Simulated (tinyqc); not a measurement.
Inside a calculation. Model: conduction-band offset of an n-N heterojunction from carrier-profile moments.

tinyqc, about 0.08 s, one thread, Intel Xeon 2.30GHz (shared host): `OMP_NUM_THREADS=1 python tinyqc.py 2410026 2410027 out.jsonl` Printed values are rounded.

Layer 1 (x < 0) accumulates electrons and layer 2 (x > 0) is depleted. Boltzmann statistics. The bands bend down by V1 in layer 1 and up by V2 in layer 2, with V1 + V2 = VD = dE + Vt ln[(N2/Nc2)/(N1/Nc1)].

Values chosen for this exercise; values of the order of III-V alloys:

| symbol | value | unit | meaning |
|---|---|---|---|
| T | 200 | K | temperature |
| eps_r | 12.3 |  | relative permittivity of both layers |
| Nc1 | 7e17 | cm^-3 | density of states of the narrow-gap layer 1 |
| Nc2 | 1.2e18 | cm^-3 | density of states of the wide-gap layer 2 |
| dE | 0.24 | eV | conduction-band offset |
| N1 | 1.4e16 | cm^-3 | donor density in layer 1 |
| N2 | 4.2e16 | cm^-3 | donor density in layer 2 |
| si | 0 | cm^-2 | fixed charge at the interface |

Constants: q = 1.602176634e-19 C, kB = 1.380649e-23 J/K, Vt = kB T/q, eps0 = 8.8541878128e-14 F/cm where lengths are in cm. Results are converted to the units shown.

Range of the model: The accumulated density at the interface nears Nc1, where degeneracy and quantisation set in.

## Division of the diffusion potential

Sheet densities from the first integral: Q1 = sqrt((2 eps0 eps_r Vt N1/q)(exp(u1) - u1 - 1)) extra electrons, Q2 = sqrt((2 eps0 eps_r Vt N2/q)(exp(-u2) + u2 - 1)) missing ones, u = V/Vt; neutrality Q1 = Q2 + si. Q1 - Q2 rises steadily with V1, so V1 follows by bisection.

VD = 0.249645 V
V1 = 0.0609673 V
V2 = 0.188677 V
Q1 = 3.12875e11 cm^-2
n at x = 0- = 4.81323e17 cm^-3
n at x = 0+ = 7.39241e11 cm^-3

n drops across the interface by 6.51e5 = (Nc1/Nc2) exp(dE/Vt).

## Electron profile

| left point | -x (nm) |
|---|---|
| 0 | 0 |
| 1 | 0.669 |
| 2 | 4.06 |
| 3 | 11.6 |
| 4 | 24.6 |
| 5 | 43.9 |
| 6 | 70.6 |
| 7 | 105 |
| 8 | 149 |
| 9 | 202 |

| right point | x (nm) |
|---|---|
| 0 | 0 |
| 1 | 11 |
| 2 | 27.1 |
| 3 | 45.9 |
| 4 | 66.7 |
| 5 | 89.1 |
| 6 | 113 |
| 7 | 138 |
| 8 | 164 |
| 9 | 191 |

Integrate the field q Q(V)/(eps0 eps_r) away from the interface on each side; n = N exp(+/- V/Vt).

| left point | n in layer 1 (cm^-3) |
|---|---|
| 0 | 4.81323e17 |
| 1 | 4.05972e17 |
| 2 | 2.07346e17 |
| 3 | 8.44154e16 |
| 4 | 3.83040e16 |
| 5 | 2.24595e16 |
| 6 | 1.67414e16 |
| 7 | 1.47668e16 |
| 8 | 1.41629e16 |
| 9 | 1.40259e16 |

| right point | n in layer 2 (cm^-3) |
|---|---|
| 0 | 7.39241e11 |
| 1 | 1.12318e13 |
| 2 | 2.75780e14 |
| 3 | 3.62725e15 |
| 4 | 1.69379e16 |
| 5 | 3.22439e16 |
| 6 | 3.93441e16 |
| 7 | 4.13853e16 |
| 8 | 4.18694e16 |
| 9 | 4.19740e16 |

## Offset from the moments

A C-V profile smears n(x) but keeps its zeroth and first moments: si = -int (N - n) dx, VD = (q/(eps0 eps_r)) int (N - n) x dx, dE = VD - Vt ln[(N2/Nc2)/(N1/Nc1)]. Use the trapezoidal rule on each side.

si = 3.01965e10 cm^-2
VD = 0.248659 V
dE = 0.239014 eV

On these few points dE comes out -0.99 meV from the true 0.24 eV, and si misses by 3.0e10 cm^-2, 9.7 % of Q1.
